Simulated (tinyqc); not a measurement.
# Counting rate against photon rate

True rate n = nph PDP (dark counts neglected); measured n/(1 + n td) for a non-paralysable detector, n exp(-n td) for a paralysable one.

Parameters, values chosen for the exercise:
- td = 50 ns (dead time)

PDP = 0.172

Results:

| nph (1/s) | n td | non-paralysable (1/s) | paralysable (1/s) |
|---|---|---|---|
| 1.2e6 | 0.01032 | 2.043e5 | 2.043e5 |
| 2.7e6 | 0.02322 | 4.539e5 | 4.537e5 |
| 1.4e7 | 0.1204 | 2.149e6 | 2.135e6 |
| 3.3e7 | 0.2838 | 4.421e6 | 4.274e6 |
| 7.6e7 | 0.6536 | 7.905e6 | 6.800e6 |
| 1.7e8 | 1.462 | 1.188e7 | 6.777e6 |
| 4e8 | 3.440 | 1.550e7 | 2.206e6 |
| 9.3e8 | 7.998 | 1.778e7 | 5.377e4 |

Estimate the missing row, nph = 6.2e6 1/s.

Computed row:

| nph (1/s) | n td | non-paralysable (1/s) | paralysable (1/s) |
|---|---|---|---|
| 6.2e6 | 0.05332 | 1.012e6 | 1.011e6 |

With this row back in the table: The non-paralysable rate climbs towards 1/td = 2.00e7 1/s and reaches 0.889 of it. The paralysable rate goes from 2.04e5 through a maximum of 6.80e6 (at nph = 7.6e7 1/s among the rows listed) to 53800 1/s; its true maximum, 1/(e td) = 7.36e6 1/s, lies at n td = 1, so a measured rate below that has two possible causes.

Numbers from tinyqc (`OMP_NUM_THREADS=1 python tinyqc.py 2630145 2630146 out.jsonl`; about 0.01 s on one thread of a shared Intel Xeon 2.30GHz).
